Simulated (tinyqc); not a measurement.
Deal-Grove kinetics of thermal oxidation of silicon: one step, computed by the program tinyqc. Command: `OMP_NUM_THREADS=1 python tinyqc.py 3009886 3009887 out.jsonl oxide walk`. One thread of a shared host (Intel(R) Xeon(R) Processor @ 2.30GHz), about 0.02 s of CPU time with the checks.

Oxidant diffuses through the oxide and reacts at the interface, so that dx/dt = B/(A + 2x) for the oxide thickness x.

Task: Thickness after the oxidation. tau = (x_i^2 + A x_i)/B and x = (A/2) [sqrt(1 + 4 B (t + tau)/A^2) - 1], the root of x^2 + A x = B (t + tau). Silicon consumed is 0.44 times the oxide grown; the rate is B/(A + 2x).

Inputs (values chosen for the exercise, close to those used for silicon): temperature T = 875 C; initial oxide x_i = 0.002 um; time t = 0.14 h.

Ambient: steam. Surface: (100).

length A = 1.852047 um

parabolic constant B = 0.01476787 um^2/h

Give: tau; oxide thickness x; silicon consumed; final growth rate.

Result:

tau = 0.2511 h

oxide thickness x = 0.003113 um

silicon consumed = 4.898e-04 um

final growth rate = 0.007947 um/h

2x/A = 0.00336: the interface reaction limits the rate.
